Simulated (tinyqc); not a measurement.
The choice of windows: ionisation potential and affinity of a slab from the planar-averaged potential.

A model of the planar-averaged electrostatic energy of an electron in a periodic cell of N1 periods of A (L1 = N1 n1 h) and N2 periods of vacuum (L2 = N2 n2 h), on z_j = j h: V(z) = f VA + (1 - f) VB + F t(z), VA = V1[0] + V1[1] cos(2 pi z/(n1 h)) + V1[2] cos(4 pi z/(n1 h)), VB the same with V2, n2 and z - L1. f = [tanh(z/w) - tanh((z - L1)/w) + tanh((z - L1 - L2)/w)]/2 + 1/2; t(z) = z - L1/2 in A and (L1/L2)(L1 + L2/2 - z) beyond, so that the cell is periodic.

Running mean over n points, periodic: for odd n the plain mean of the n points centred on j; for even n the n + 1 points with half weight at both ends. The macroscopic average applies the mean over n1 points and then over n2 points.

Parameters, chosen for this exercise (gap near that of Si; not measured data):
```
symbol  value                 unit         meaning
h       0.25                  angstrom     grid step
n1      5                                  grid points per period of A
n2      5                                  grid points per period of the vacuum filter
N1      4                                  periods of A
N2      4                                  periods of vacuum
V1      (-9.57, 1.83, -0.27)  eV           mean and two harmonics of the potential in A
V2      (0, 0, 0)             eV           the same in vacuum
w       0.4                   angstrom     width of the interfaces
F       -0.028                eV/angstrom  slope in A from opposite charges on the two interfaces
```

dV read at j = 10 and 30 after means over the numbers of points listed; ripple is the spread over the five points around each.

Results:
```
windows  dV (eV)  ripple in A (meV)  ripple in vacuum (meV)
none       8.010               3137                      28
5 only     9.569                 28                      28
6 only     9.830                472                      28
6, 6       9.532                 58                      34
5, 5       9.568                 28                      28
```

Which rows can be used, and how does a wrong window show?

The last row matches both periods and lies -2 meV from the value of a thick cell, V2[0] - V1[0] = 9.570 eV. Against it the raw potential errs by -1.56 eV. Within 20 meV of it lie: 5 only. A window one point too long leaves a ripple of 472 meV in A, against 28 meV in the last row (of which the slope F makes 28 meV): the ripple is the sign to look for. Rows to use, with under 30 meV of ripple in both regions once the tilt is taken off: 5 only, 6, 6 and 5, 5. A row with a large ripple can hit the right value only by chance.

Program tinyqc; command `OMP_NUM_THREADS=1 python tinyqc.py 1881078 1881079 out.jsonl`; about 0.01 s on one thread of a shared Intel(R) Xeon(R) Processor @ 2.30GHz.
